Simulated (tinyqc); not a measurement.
## Threshold of a short bulk MOSFET: charge sharing, barrier lowering, narrow width: threshold roll-off against channel length

n-channel device on a p-type body, depletion approximation, full ionisation. Uniform doping N = Na. Vbi from Boltzmann statistics is rough for the degenerate source. Cox = eps0 eox/tox.

ni = sqrt(Nc Nv) exp(-Eg/(2 Vt)), Eg in volts; 2 pB = 2 Vt ln(N/ni); flat band Vfb - Vt ln(N/Na); Wd = sqrt(2 eps0 eps_r (2 pB - Vbs)/(q N)); body term q N Wd/Cox; long-channel VT0 = flat band + 2 pB + body term; Vbi = Vt ln(N Nsd/ni^2); scale length l = sqrt((eps_r/eox) tox Wd). Charge sharing (trapezoid; it ignores Vds): F = (xj/L)(sqrt(1 + 2 Wd/xj) - 1), lowering = body term times F. Barrier lowering: th = exp(-L/(2 l)) + 2 exp(-L/l), lowering = th [2 (Vbi - 2 pB) + Vds], DIBL = th. Narrow width: rise = body term times xw Wd/W. VT by each model = VT0 - lowering + rise. DIBL under 0.001 mV/V is printed as 0.

Parameters, values chosen for the exercise; band and dielectric values close to those of silicon: temperature T = 350 K; band gap Eg = 1.12 eV; relative permittivity eps_r = 11.5; conduction-band density of states at T Nc = 3.52e19 cm^-3; valence-band density of states at T Nv = 3.38e19 cm^-3; relative permittivity of the gate insulator (close to silicon dioxide) eox = 3.9; insulator thickness tox = 1.5 nm; channel doping Na = 2.1e17 cm^-3; source and drain doping Nsd = 1e20 cm^-3; flat-band voltage for the doping Na Vfb = -0.95 V; junction depth xj = 23 nm; body-source voltage Vbs = 0 V; drain-source voltage Vds = 0.05 V; gate width W = 280 nm; shape factor of the fringing depletion at the width edges xw = 0.

Constants: q = 1.602176634e-19 C, kB = 1.380649e-23 J/K, Vt = kB T/q, eps0 = 8.8541878128e-14 F/cm where lengths are in cm. Results are converted to the units shown.

The same in every row: N (cm^-3) = 2.100e17; VT0 (V) = -0.03524.

Results:
```
L (nm),L/l,F,DIBL (mV/V),"VT, charge sharing (V)","VT, barrier lowering (V)"
56,3.180,0.6834,287.1,-0.1053,-0.1564
81,4.599,0.4725,120.4,-0.08367,-0.08604
120,6.814,0.3189,35.34,-0.06793,-0.05015
170,9.653,0.2251,8.142,-0.05832,-0.03868
240,13.63,0.1595,1.101,-0.05159,-0.03571
350,19.87,0.1094,0.04835,-0.04645,-0.03527
730,41.45,0.05243,0,-0.04062,-0.03524
1100,62.46,0.03479,0,-0.03881,-0.03524
```

Estimate the missing row, L = 510 nm.

Computed row:
```
L (nm),L/l,F,DIBL (mV/V),"VT, charge sharing (V)","VT, barrier lowering (V)"
510,28.96,0.07505,0,-0.04294,-0.03524
```

With this row back in the table: VT by barrier lowering rises from -0.156 to -0.0352 V and VT by charge sharing rises from -0.105 to -0.0388 V. DIBL is under 100 mV/V from L = 120 nm on among the rows (th = 0.1 at L/l = 4.92). For L = 56 F exceeds 0.5: the shares of source and drain overlap, and the trapezoid formula no longer holds. For L = 56 DIBL exceeds 250 mV/V, where the barrier formula is rough.

Program tinyqc, `OMP_NUM_THREADS=1 python tinyqc.py 2002018 2002019 out.jsonl`; Intel Xeon 2.30GHz, shared host, one thread, about 0.01 s.
